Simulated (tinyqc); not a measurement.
Admittance spectroscopy of a deep trap: admittance against temperature.

Schottky contact on an n-type layer with shallow donors Nd (all ionised) and a donor-like deep trap, neutral when filled and positive when empty; depletion approximation. Traps within lam of the depletion edge stay filled. The traps at xt = W - lam, where the level crosses the Fermi level, follow a slow signal and not a fast one. w = 2 pi f.

Emission rate en = sn vth(T) Nc(T) exp(-Et/kB T) = sn g T^2 exp(-Et/kB T), g = vth Nc/(300 K)^2, as vth goes as T^0.5 and Nc as T^1.5 (degeneracy factor 1). lam = sqrt(2 eps0 eps_r (EF - ET)/(q Nd)), EF - ET = Et - (kB T/q) ln(Nc(T)/Nd), Nc(T) = Nc (T/300 K)^1.5. In the steady state at the band bending V, 2 eps0 eps_r V/q = Nd W^2 + Nt (W - lam)^2 (the second term only if W > lam). V = Vbi + Vr. C_HF = eps0 eps_r/W, C_LF = eps0 eps_r (Nd + Nt)/(Nd W + Nt xt). Inflection frequency w0 = 2 en [1 + Nt xt/(Nd W)]; C = C_HF + (C_LF - C_HF)/(1 + (w/w0)^2), G/w = (C_LF - C_HF)(w/w0)/(1 + (w/w0)^2).

Parameters, values chosen for the exercise; material values close to those of silicon:
- eps_r = 11.6 (relative permittivity)
- Nc = 2.76e19 cm^-3 (conduction-band density of states at 300 K)
- vth = 2.3e7 cm/s (thermal velocity at 300 K)
- Nd = 6.9e16 cm^-3 (shallow donor density)
- Vbi = 0.74 V (built-in voltage)
- Et = 0.43 eV (depth of the trap below the conduction edge)
- sn = 1.6e-17 cm^2 (capture cross-section)
- Nt = 2.1e16 cm^-3 (trap density)
- Vr = 1.5 V (reverse bias)
- f = 470 Hz (signal frequency)

Constants: q = 1.602176634e-19 C, kB = 1.380649e-23 J/K, eps0 = 8.8541878128e-14 F/cm where lengths are in cm. Results are converted to the units shown.

Admittance against temperature:
```
T (K)	w0/(2 pi) (Hz)	C (nF/cm^2)	G/w (nF/cm^2)
258	11.304	53.143	0.12696
271	31.579	53.208	0.34861
283	75.273	53.356	0.80350
296	178.87	53.916	1.6862
309	396.72	55.402	2.4632
321	784.00	56.993	2.1726
334	1556.6	57.864	1.3414
346	2808.4	58.114	0.77711
359	5104.6	58.178	0.42830
372	8922.3	58.178	0.24199
384	14479	58.160	0.14678
```

G/w goes from 0.127 through a maximum of 2.46 (at T = 309 K among the rows listed) to 0.147 nF/cm^2, where w0 passes the signal: w0/(2 pi) rises from 11.3 to 14500 Hz. C rises from 53.1 to 58.2 nF/cm^2.

tinyqc, about 0.01 s, one thread, Intel Xeon 2.30GHz (shared host): `OMP_NUM_THREADS=1 python tinyqc.py 2050054 2050055 out.jsonl`
